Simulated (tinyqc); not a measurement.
# Hexagonal on-chip spiral inductor, lumped pi model: effect of the number of turns

Outer diameter do = di + 2 n wd + 2 (n - 1) sp, mean da = (do + di)/2, fill p = (do - di)/(do + di), length l = 3.464 n da. L = 2.33 mu0 n^2 da/(1 + 3.82 p), mu0 = 4 pi 1e-7 H/m. Rs = rho l/(wd delta (1 - exp(-th/delta))), delta = sqrt(rho/(pi f mu0)). Cs = n wd^2 eps0 eo/hu across the coil. At each end Cox = l wd eps0 eo/(2 ho) leads to the substrate branch Rsi = 2 rs he/(l wd) in parallel with Csi = l wd eps0 11.7/(2 he). With one end grounded Y = 1/(Rs + i w L) + i w Cs + 1/[1/(i w Cox) + 1/(1/Rsi + i w Csi)], w = 2 pi f; Q = -Im Y/Re Y. Eddy currents in neighbouring turns and in the substrate are left out.

Peak Q and its frequency from a search over f; self-resonance where Im Y = 0; Q at the given f (negative beyond resonance).

Parameters, values chosen for the exercise; values of the order met in silicon radio-frequency processes:
```
symbol,value,unit,meaning
wd,6,um,line width
sp,2,um,space between turns
di,100,um,inner diameter
th,3.4,um,metal thickness
rho,1.9,uohm cm,metal resistivity
ho,4.6,um,oxide below the coil
hu,1.1,um,oxide between coil and underpass
eo,4.1,,relative permittivity of the oxide
rs,20,ohm cm,substrate resistivity
he,30,um,effective spreading depth in the substrate
f,4.2,GHz,frequency
```

Constants: eps0 = 8.8541878128e-12 F/m. Results are converted to the units shown.

Effect of the number of turns:
```
n	L (nH)	do (um)	peak Q	f of the peak (GHz)	self-resonance (GHz)	Q at f
1.5	0.5379	120.0	15.24	26.36	89.26	7.923
2.5	1.364	136.0	12.54	9.513	42.27	10.44
3.5	2.527	152.0	10.79	4.677	25.52	10.74
4.5	4.035	168.0	9.754	2.835	17.28	9.033
5.5	5.905	184.0	9.109	2.011	12.47	6.448
6.5	8.162	200.0	8.644	1.561	9.369	4.055
8.5	13.94	232.0	7.949	1.077	5.635	1.001
```

As n goes from 1.5 to 8.5, L rises from 0.538 to 13.9 nH, the peak Q falls from 15.2 to 7.95, its frequency falls from 26.4 to 1.08 GHz and the self-resonance falls from 89.3 to 5.64 GHz.

Computed by the program tinyqc: `OMP_NUM_THREADS=1 python tinyqc.py 2302190 2302191 out.jsonl`, one thread of a shared Intel Xeon 2.30GHz, about 0.01 s for the whole run.
